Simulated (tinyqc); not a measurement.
Inside a calculation. Model: AlGaN/GaN HEMT with access regions, lumped model.

tinyqc, about 0.01 s, one thread, Intel Xeon 2.30GHz (shared host): `OMP_NUM_THREADS=1 python tinyqc.py 2570046 2570047 out.jsonl` Printed values are rounded.

A polarisation-induced electron sheet under a Schottky gate, in series with two ungated access regions and contacts. Drift law v = mu E/(1 + mu E/vs) under the gate. Currents in mA/mm, resistances in ohm mm. No self-heating, no channel-length modulation; fits for polarisation, barrier and offset are chosen for the exercise.

Values chosen for this exercise; values close to those of AlGaN/GaN structures: aluminium share of the barrier x = 0.23; barrier thickness d = 12 nm; relative permittivity of barrier and channel eps_r = 9.3; channel mobility mu = 1200 cm^2/(V s); saturation velocity vs = 1.5e7 cm/s; gate length Lg = 1 um; source access length Ls = 1.5 um; drain access length Ld = 2 um; resistance of each contact Rc = 0.35 ohm mm; share of the drain-access electrons removed by traps ft = 0.14; gate voltage Vg = -1 V; drain voltage Vd = 10 V; critical field Ec = 2.8 MV/cm; depth over which the depleted charge spreads te = 0.28 um; insulator under the field plate tf = 500 nm; relative permittivity of that insulator ei = 7.

Constants: q = 1.602176634e-19 C, eps0 = 8.8541878128e-14 F/cm where lengths are in cm. Results are converted to the units shown.

## Polarisation charge, threshold and sheet resistance

sigma = (5e13 x + 1.6e13 x^2) cm^-2, phiB = 0.84 + 1.3 x, dEc = 0.7 (1.71 x + x^2) in volts, Cb = eps0 eps_r/d, VT = phiB - dEc - q sigma/Cb, access density n0 = -Cb VT/q. Rsh = 1/(q mu n0); largest access current q n0 vs.

sigma = 1.23464e13 cm^-2
Cb = 0.686200 uF/cm^2
VT = -2.05605 V
n0 = 8.80588e12 cm^-2
Rsh = 590.657 ohm
q n0 vs = 2116.29 mA/mm

## Iteration 1: drain current

I at the start = 140 mA/mm

Access resistance R(L, n) = L/(q mu n sqrt(1 - (I/(q n vs))^2)); Rs = Rc + R(Ls, n0), Rd = Rc + R(Ld, (1 - ft) n0). Vg' = Vg - I Rs, Vd' = Vd - I (Rs + Rd); with u = Vg' - VT, Vc = vs Lg/mu and w the smaller of Vd' and Vc [sqrt(1 + 2 u/Vc) - 1] (0 if negative), the channel gives (mu Cb/Lg)(u w - w^2/2)/(1 + w/Vc). I(new) is that channel current.

Rs = 1.23793 ohm mm
Rd = 1.72770 ohm mm
Vg' = -1.17331 V
Vd' = 9.58481 V
channel current = 196.861 mA/mm
I after iteration 1 = 196.861 mA/mm

## Iteration 2: drain current

As before.

Rs = 1.23984 ohm mm
Rd = 1.73173 ohm mm
Vg' = -1.24408 V
Vd' = 9.41501 V
channel current = 171.482 mA/mm
I after iteration 2 = 171.482 mA/mm

## Course of the iteration: drain current

Stop when I changes by less than 1e-6 mA/mm, or after 60 iterations. I must stay below q (1 - ft) n0 vs.

Course of the iteration:
```
iteration  I (mA/mm)  |change| (mA/mm)
1            196.861              56.9
2            171.482              25.4
3            182.683              11.2
4            177.714              4.97
5            179.913              2.20
6            178.939             0.975
7            179.370             0.432
8            179.179             0.191
9            179.264            0.0847
...              ...               ...
15           179.238           6.40e-4
16           179.238           2.83e-4
17           179.238           1.25e-4
18           179.238           5.56e-5
19           179.238           2.46e-5
20           179.238           1.09e-5
21           179.238           4.83e-6
22           179.238           2.14e-6
23           179.238           9.48e-7
```

Converged in 23 iterations. At the end each change is about 0.44 times the one before, with alternating sign: linear convergence. Of Vd, 94.7 % reaches the channel; the access current is 9.8 % of its limit.

## On-resistance and breakdown

sigma = (5e13 x + 1.6e13 x^2) cm^-2, phiB = 0.84 + 1.3 x, dEc = 0.7 (1.71 x + x^2) in volts, Cb = eps0 eps_r/d, VT = phiB - dEc - q sigma/Cb, access density n0 = -Cb VT/q. Ron = 2 Rc + Ls/(q mu n0) + Ld/(q mu (1 - ft) n0) + Lg/(mu Cb (Vg - VT)). Off state: a depleted stretch that holds the voltage V has the peak field sqrt(k V), k = 2 q n0/(eps0 eps_r te), so one edge holds V1 = Ec^2/k. The sheet under the plate pinches off at Vf = q n0 (1/Cb + tf/(eps0 ei)); beyond it the gate edge is screened. BV = V1 if Vf >= V1, else Vf + V1, and at most Ec Ld. Specific resistance Ron (Ls + Lg + Ld); figure of merit BV^2 over it.

Ron = 4.10958 ohm mm
Vf = 115.873 V
V1 = 64.0608 V
BV = 64.0608 V
specific resistance = 0.184931 mohm cm^2
figure of merit = 22.1909 MW/cm^2

The plate pinches off too late to screen the gate edge, so it adds nothing.
